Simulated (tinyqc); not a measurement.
# Long-channel MOSFET, surface-potential model, step by step

Computed by the program tinyqc: `OMP_NUM_THREADS=1 python tinyqc.py 2360139 2360140 out.jsonl`, one thread of a shared Intel Xeon 2.30GHz, about 0.06 s for the whole run. Printed values are rounded.

n-channel transistor on a uniformly doped p-type body, gradual-channel approximation, constant mobility, Boltzmann statistics, full ionisation. Potentials are counted from the neutral body; V is the electron quasi-Fermi potential, Vsb at the source and Vsb + Vds at the drain. Charges are magnitudes per area.

Parameters, values chosen for the exercise; material values close to those of silicon: temperature T = 325 K; band gap Eg = 1.13 eV; relative permittivity of the semiconductor eps_r = 11.7; conduction-band density of states at T Nc = 3.19e19 cm^-3; valence-band density of states at T Nv = 2.99e19 cm^-3; acceptor density of the body Na = 8.2e17 cm^-3; relative permittivity of the gate insulator eox = 24.9; insulator thickness tox = 24 nm; flat-band voltage Vfb = -0.82 V; source-body reverse bias Vsb = 0 V; gate-source voltage Vgs = 1.52 V.

Constants: q = 1.602176634e-19 C, kB = 1.380649e-23 J/K, Vt = kB T/q, eps0 = 8.8541878128e-14 F/cm where lengths are in cm. Results are converted to the units shown.

Range of the model: The surface field at the source is about 1.1 MV/cm, where quantisation and degeneracy of the inversion layer, left out here, matter.

## Body potential, insulator capacitance and body factor

ni = sqrt(Nc Nv) exp(-Eg/(2 Vt)), Eg in volts; phiF = Vt ln(Na/ni); Cox = eps0 eox/tox; gamma = sqrt(2 q eps0 eps_r Na)/Cox. VT = Vfb + 2 phiF + gamma sqrt(2 phiF + Vsb), m = 1 + gamma/(2 sqrt(2 phiF + Vsb)).

ni = 5.34897e10 cm^-3
phiF = 0.463374 V
Cox = 0.918622 uF/cm^2
gamma = 0.567947 V^0.5
VT = 0.653497 V
m = 1.29498

## Iteration 1: surface potential at the source by Newton steps

psi at the start (the root without inversion charge) = 1.62277 V

With V = Vsb: G = psi - Vt + Vt e, e = exp((psi - 2 phiF - Vsb)/Vt); f = Vgs + Vsb - Vfb - psi - gamma sqrt(G); f' = -1 - gamma (1 + e)/(2 sqrt(G)); psi(new) = psi - f/f'.

G = 1.73972e9 V
f = -23688.3 V
f' = -4.22924e5
psi after iteration 1 = 1.56676 V

## Iteration 2: surface potential at the source by Newton steps

As before.

G = 2.35461e8 V
f = -8714.22 V
f' = -1.55591e5
psi after iteration 2 = 1.51075 V

## Course of the iteration: surface potential at the source by Newton steps

Stop when psi changes by less than 1e-10 V, or after 8 iterations.

Course of the iteration:
```
iteration  psi (V)  |change| (V)
1          1.56676        0.0560
2          1.51075        0.0560
3          1.45475        0.0560
4          1.39879        0.0560
5          1.34290        0.0559
6          1.28726        0.0556
7          1.23228        0.0550
8          1.17915        0.0531
```

Not converged within 8 iterations. The start lies 25 Vt above 2 phiF + Vsb, and the last step lowers psi by 1.90 Vt: where sqrt(G) grows as exp(psi/(2 Vt)), a Newton step is 2 Vt long. A rerun with the start at the smaller of 2 phiF + Vsb + 4 Vt and the root without inversion charge converges in 6 iterations.
